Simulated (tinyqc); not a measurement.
Photoconductance decay in a wafer: bulk and surface recombination modes, and iron detection by pair splitting: one step, computed by the program tinyqc. Command: `OMP_NUM_THREADS=1 python tinyqc.py 3114018 3114019 out.jsonl pcd walk`. One thread of a shared host (Intel(R) Xeon(R) Processor @ 2.30GHz), about 0.01 s of CPU time with the checks.

Both faces of the wafer have the same S; injection is low and all coefficients are constant. x runs from -W/2 to W/2.

Task: Decay rates of the even modes. Even modes cos(a x) obey b tan b = S W/(2 D) with b = a W/2, odd modes sin(a x) obey -b cot b = S W/(2 D); each decays at the rate 1/tau_b + D a^2.

Inputs (values chosen for the exercise, modelled on p-type silicon):
```
quantity                          value         unit
thickness W                         525   micrometre
diffusivity D                        28       cm^2/s
bulk lifetime tau_b without iron     57  microsecond
surface recombination velocity S    2.5         cm/s
```

Give: the table «The first four even modes: b, surface rate and decay time» with the columns b_n, surface rate D a^2 (1/s), decay time (microsecond), for n = 0, 1, 2, 3.

Result:

The first four even modes: b, surface rate and decay time:
```
n    b_n  surface rate D a^2 (1/s)  decay time (microsecond)
0  0.048                 9.516e+01                     56.69
1  3.142                 4.012e+05                      2.39
2  6.284                 1.604e+06                      0.62
3  9.425                 3.610e+06                      0.28
```
